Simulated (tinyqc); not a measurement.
sp3s* tight binding, step by step. Values are carried at full precision from step to step, so a last printed digit may differ when a step is redone from the rounded ones.

sp3s* tight binding, nearest neighbours only: anion (a) at 0, cation (c) at a/4 (1,1,1), orbitals s, px, py, pz, s* on each; k in units of 2 pi/a. With phases e_j = exp(i (pi/2) k.n_j) for n = (1,1,1), (1,-1,-1), (-1,1,-1), (-1,-1,1): g0 = (e1+e2+e3+e4)/4, g1 = (e1+e2-e3-e4)/4, g2 = (e1-e2+e3-e4)/4, g3 = (e1-e2-e3+e4)/4. The diagonal holds the levels Esa, Epa, Exa (s*) and Esc, Epc, Exc. Anion-cation block: <sa|sc> = Vss g0; <sa|xc> = Vsapc g1; <xa|sc> = -Vscpa g1; <xa|xc> = Vxx g0; <xa|yc> = <ya|xc> = Vxy g3, <xa|zc> = <za|xc> = Vxy g2, <ya|zc> = <za|yc> = Vxy g1; <s*a|xc> = Vxapc g1; <xa|s*c> = -Vpaxc g1; y and z take g2 and g3 in place of g1; s-s* and s*-s* vanish.

Constants: hbar^2/2m0 = 3.80998211 eV angstrom^2.

Inputs chosen for the exercise (near a published set for Si, fitted to gaps, whose masses and valley positions are rough; the results hold for these values, not for the real material):
```
symbol  value         unit      meaning
k       (0.48, 0, 0)  2 pi/a    wave vector
Esa     -4.194        eV        s level of the anion
Epa     1.715         eV        p level of the anion
Esc     -4.194        eV        s level of the cation
Epc     1.715         eV        p level of the cation
Exa     6.703         eV        s* level of the anion
Exc     6.703         eV        s* level of the cation
Vss     -8.322        eV        s-s
Vxx     1.711         eV        px-px
Vxy     4.566         eV        px-py
Vsapc   5.732         eV        s anion, p cation
Vscpa   5.732         eV        s cation, p anion
Vxapc   5.376         eV        s* anion, p cation
Vpaxc   5.376         eV        p anion, s* cation
a       5.433         angstrom  lattice constant
```

## Phase sums

Form g0 to g3 at this k.

g0, g1, g2, g3: [0.72897, 0.68455i, 0.00000, 0.00000]

## The Hamiltonian without spin-orbit coupling

Fill in the 10 x 10 matrix.

H(k) (eV):
```
           sa       xa        ya        za       s*a        sc       xc       yc       zc       s*c
sa    -4.1940        0         0         0         0   -6.0665  3.9238i        0        0         0
xa          0   1.7150         0         0         0  -3.9238i   1.2473        0        0  -3.6801i
ya          0        0    1.7150         0         0         0        0   1.2473  3.1256i         0
za          0        0         0    1.7150         0         0        0  3.1256i   1.2473         0
s*a         0        0         0         0    6.7030         0  3.6801i        0        0         0
sc    -6.0665  3.9238i         0         0         0   -4.1940        0        0        0         0
xc   -3.9238i   1.2473         0         0  -3.6801i         0   1.7150        0        0         0
yc          0        0    1.2473  -3.1256i         0         0        0   1.7150        0         0
zc          0        0  -3.1256i    1.2473         0         0        0        0   1.7150         0
s*c         0  3.6801i         0         0         0         0        0        0        0    6.7030
```

## Levels at this k

Diagonalise H, which belongs to k = (0.48, 0, 0) (2 pi/a). Four bands are filled (two electrons each); give the make-up of band 5, the lowest empty one.

levels (eV): [-11.3921, -3.6368, -1.6503, -1.6503, 1.6039, 3.7985, 5.0803, 5.0803, 8.8814, 9.1929]

weights of band 5: s 0.067, p 0.613, s* 0.320

weight of band 5 on atom a = 0.500

The vertical gap at this k is 3.2542 eV; band 5 is mostly p-like.

## Levels at Gamma

At k = 0 only g0 = 1 is left and H falls into 2 x 2 blocks [[E_a, V], [V, E_c]] with roots (E_a + E_c)/2 -/+ sqrt(((E_a - E_c)/2)^2 + V^2); the s* levels stay uncoupled. The direct gap runs from the highest lower root of the p blocks to the lowest upper root.

Blocks at Gamma (eV):
```
block            E_a      E_c        V  lower root  upper root
s (Gamma1)   -4.1940  -4.1940  -8.3220    -12.5160      4.1280
p (Gamma15)   1.7150   1.7150   1.7110      0.0040      3.4260
```

direct gap at Gamma = 3.4220 eV

The lowest empty level at Gamma is p-like.

## Bands near the gap

Diagonalise at L = (1/2,1/2,1/2), X = (1,0,0), W = (1,1/2,0), K = (3/4,3/4,0) and at the fractions named between them; energies from the top of the valence band at Gamma; 4 bands are filled.

Levels (eV):
```
k        level 2  level 3  level 4  level 5  level 6
L         -7.075   -1.427   -1.427    2.508    2.512
L-G 0.5   -3.904   -0.817   -0.817    2.387    4.008
G          0.000    0.000    0.000    3.422    3.422
G-X 0.2   -0.949   -0.443   -0.443    2.834    3.865
G-X 0.4   -2.835   -1.309   -1.309    1.900    4.050
G-X 0.6   -4.829   -2.117   -2.117    1.291    3.316
G-X 0.7   -5.776   -2.431   -2.431    1.180    2.870
G-X 0.8   -6.668   -2.664   -2.664    1.206    2.419
G-X 0.9   -7.502   -2.807   -2.807    1.364    1.997
X         -8.276   -2.855   -2.855    1.635    1.635
W         -8.276   -2.855   -2.855    1.635    1.635
K         -7.797   -3.068   -2.437    1.618    1.790
K-G 0.5   -4.572   -1.988   -0.881    2.241    3.364
```

On these points the lowest empty level is lowest at G-X 0.7, 1.180 eV above the top.

## Valleys and masses

The lowest conduction level at Gamma, at its minimum on (x,0,0) for x from 0.5 to 1, and at the point L (L, and X where the search ends there, need not be minima in this model; a zero or negative inverse mass shows it). Inverse masses m0/m = (E(+h) + E(-h) - 2 E)/(2 c q^2) with c = hbar^2/2m0, q = h 2 pi/a, h = 0.002; longitudinal along the valley axis ([100] at Gamma and Delta, [111] at L), transverse along [010] or [1-10]. A dash: the next level lies within 0.15 eV, so a single mass has no use there.

Valleys:
```
valley  x (2 pi/a)  E - Ev (eV)  m0/m_l  m0/m_t
Gamma       0.0000       3.4220       -       -
Delta       0.7303       1.1733    1.35    0.62
L           0.5000       2.5085       -       -
```

Of these three the lowest is the Delta line, which makes the gap indirect, 1.1733 eV. At Delta m0/m_t is 0.62. This nearest-neighbour model is fitted to gaps: it places the Delta minimum and the masses at Delta and L only roughly (transverse masses can be several times too heavy), and since its bands are flat from X to W the transverse mass grows too heavy towards X; d orbitals or second neighbours cure this.

## Checks

- Direct gap at Gamma from the blocks against the full matrix: both 3.42200.

Run: tinyqc, `OMP_NUM_THREADS=1 python tinyqc.py 1482108 1482109 out.jsonl`; Intel(R) Xeon(R) Processor @ 2.30GHz, one thread, shared host; about 0.08 s of CPU time with all checks.
